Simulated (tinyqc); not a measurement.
# Depth and level of a trap from the time ratio

Problem. For an oxide trap tc/te = exp(E/Vt) with E = E0 - dpsi - (xt/tox)(Vg - VT - dpsi), dpsi being the rise of the surface potential above its value at threshold. Find xt and E0, and the depth that would be read if dpsi were ignored.

Parameters, values chosen for the exercise:
```
symbol,value,unit,meaning
T,300,K,temperature
tox,4.1,nm,insulator thickness
```

Constants: q = 1.602176634e-19 C, kB = 1.380649e-23 J/K, Vt = kB T/q. Results are converted to the units shown.

Vg - VT (V): -0.03  0.12
tc/te: 3.0540455  0.22944052
dpsi (V): -0.017888042  0.041759629

Solution. E + dpsi is a straight line in the oxide voltage Vg - VT - dpsi with slope -xt/tox and intercept E0. Ignoring dpsi assigns the motion of the bands to the trap and overstates its depth.

xt = 0.330 nm
E0 = 0.0100 eV
depth read without dpsi = 1.83 nm

Numbers from tinyqc (`OMP_NUM_THREADS=1 python tinyqc.py 2710174 2710175 out.jsonl`; about 0.01 s on one thread of a shared Intel Xeon 2.30GHz).
